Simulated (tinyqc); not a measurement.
Worked calculation (part 2 of 2): UHF in the sto-3g basis, for H4, spin multiplicity 3. This run ends on a higher stationary point, not on the lowest solution. Computed by tinyqc, a small Python program that keeps every step (integrals from PySCF). Command: `OMP_NUM_THREADS=1 python tinyqc.py 23092 23093 out.jsonl` (the two numbers bound the seeds that draw the settings). One thread of a shared host (Intel(R) Xeon(R) Processor @ 2.60GHz), about 0.1 s of CPU time with the checks.

Geometry (angstrom):
```
atom         x         y         z
H     0.000000  0.000000  0.000000
H     0.000000  0.000000  1.609000
H     0.000000  0.000000  3.992000
H     0.000000  0.000000  5.601000
```

## Populations, bond orders and dipole

D(alpha) after iteration 9:
```
           1H 1s      2H 1s      3H 1s      4H 1s
1H 1s   0.941908   0.008512  -0.226711   0.106290
2H 1s   0.008512   0.526863   0.460648  -0.226711
3H 1s  -0.226711   0.460648   0.526863   0.008512
4H 1s   0.106290  -0.226711   0.008512   0.941908
```

D(beta) after iteration 9:
```
          1H 1s     2H 1s     3H 1s     4H 1s
1H 1s  0.029638  0.108596  0.108596  0.029638
2H 1s  0.108596  0.397911  0.397911  0.108596
3H 1s  0.108596  0.397911  0.397911  0.108596
4H 1s  0.029638  0.108596  0.108596  0.029638
```

overlap S:
```
          1H 1s     2H 1s     3H 1s     4H 1s
1H 1s  1.000000  0.219156  0.001807  0.000016
2H 1s  0.219156  1.000000  0.061470  0.001807
3H 1s  0.001807  0.061470  1.000000  0.219156
4H 1s  0.000016  0.001807  0.219156  1.000000
```

Mulliken: Z minus the diagonal of D S on the atom; Loewdin: the same with S^(1/2) D S^(1/2); Mayer order: 2 sum_s sum (D(s) S)_ij (D(s) S)_ji over the two atoms.

Charges (e):
```
atom   Mulliken    Loewdin  Mulliken spin
1H     0.003001   0.003288       0.889731
2H    -0.003001  -0.003288       0.110269
3H    -0.003001  -0.003288       0.110269
4H     0.003001   0.003288       0.889731
```

Mayer bond orders:
```
pair     order
2-1   0.098101
3-1   0.098101
3-2   0.791630
4-1   0.012168
4-2   0.098101
4-3   0.098101
```

dipole moment about the origin, x y z (debye): 0.000000  0.000000  0.000000

<S^2> of the determinant (pure state: 2) = 2.000000
